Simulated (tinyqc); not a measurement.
Inside a calculation. Method: plane-wave Kohn-Sham cycle with exchange-only LDA in a layered model solid. One step of it, computed by the program tinyqc.

Question. Iteration 1: levels at that k. Diagonalise the Hermitian matrix.

H (hartree):
```
,-3,-2,-1,+0,+1,+2,+3
-3,2.599324,-0.105000,0.000000,0.000000,0.000000,0.000000,0.000000
-2,-0.105000,1.017910,-0.105000,0.000000,0.000000,0.000000,0.000000
-1,0.000000,-0.105000,0.069062,-0.105000,0.000000,0.000000,0.000000
+0,0.000000,0.000000,-0.105000,-0.247221,-0.105000,0.000000,0.000000
+1,0.000000,0.000000,0.000000,-0.105000,0.069062,-0.105000,0.000000
+2,0.000000,0.000000,0.000000,0.000000,-0.105000,1.017910,-0.105000
+3,0.000000,0.000000,0.000000,0.000000,0.000000,-0.105000,2.599324
```

Give: eigenvalues.

Answer.

eigenvalues (hartree): -0.307  0.058  0.117  1.022  1.023  2.606  2.606
